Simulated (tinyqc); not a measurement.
Grain-boundary diffusion: Harrison regimes, Fisher and Le Claire analysis, Hart average. Changing the time t. Computed by tinyqc, a small Python program. Command: `OMP_NUM_THREADS=1 python tinyqc.py 3025095 3025096 out.jsonl gbdiff sweep`. One thread of a shared host (Intel(R) Xeon(R) Processor @ 2.30GHz), about 0.01 s of CPU time with the checks.

A boundary is a slab of width delta with diffusivity D_b, normal to a surface held at constant concentration; it leaks into grains of diffusivity D.

Inputs (values chosen for the exercise, for a model polycrystal):

| quantity | value | unit |
|---|---|---|
| lattice prefactor D0 | 0.00014 | m^2/s |
| lattice activation energy E | 3.4 | eV |
| boundary prefactor D0b | 8.2e-05 | m^2/s |
| boundary activation energy E_b | 1.68 | eV |
| boundary width delta | 0.46 | nm |
| segregation factor s | 1 | - |
| grain size d | 42 | um |
| temperature T | 1410 | K |

Constants: k_B = 8.617333262e-05 eV/K.

Method:
- D = D0 exp(-E/(k_B T)), D_b = D0b exp(-E_b/(k_B T)).
- Triple product P = s delta D_b.
- l = sqrt(D t); P = s delta D_b; alpha = s delta/(2 l); beta = P/(2 D l). Regime A if l > 3 d, C if alpha > 1, B if alpha < 0.1, l < d/4 and beta > 10, otherwise a transition.
- Fisher: the mean concentration falls as exp(-y/y_F), y_F = sqrt(P) (pi t/(4 D))^(1/4), with the boundary equation P d2c/dy2 = 2 c sqrt(D/(pi t)). Le Claire (from the Whipple solution): ln c falls as -(y/y_L)^(6/5) with P = 1.322 sqrt(D/t) y_L^2.

One run for each value:

| time t (s) | Le Claire depth y_L (um) | lattice diffusion length l (um) | beta | alpha |
|---|---|---|---|---|
| 1.00e+01 | 2.998 | 3.1386e-02 | 6.0324e+03 | 7.3281e-03 |
| 1.00e+02 | 5.332 | 9.9251e-02 | 1.9076e+03 | 2.3174e-03 |
| 1.00e+03 | 9.482 | 3.1386e-01 | 6.0324e+02 | 7.3281e-04 |
| 1.00e+04 | 16.861 | 9.9251e-01 | 1.9076e+02 | 2.3174e-04 |
| 1.00e+05 | 29.983 | 3.1386e+00 | 6.0324e+01 | 7.3281e-05 |
| 1.00e+06 | 53.319 | 9.9251e+00 | 1.9076e+01 | 2.3174e-05 |
| 1.00e+07 | 94.816 | 3.1386e+01 | 6.0324e+00 | 7.3281e-06 |

Describe and explain the trends.

Over the rows, Le Claire depth y_L (um) rises from 3.00 to 94.8 (exponent d ln y / d ln x about 0.25 throughout); lattice diffusion length l (um) rises from 0.0314 to 31.4 (exponent d ln y / d ln x about 0.50 throughout); beta falls from 6030 to 6.03 (exponent d ln y / d ln x about -0.50 throughout). The exponent of Le Claire depth y_L stays at 0.25: the Le Claire depth goes as (t/D)^(1/4) at fixed P. The exponent of beta stays at -0.50: beta = P/(2 D sqrt(D t)).

Caution (rows 1.00e7): the Fisher and Le Claire forms need regime B with beta above 10.
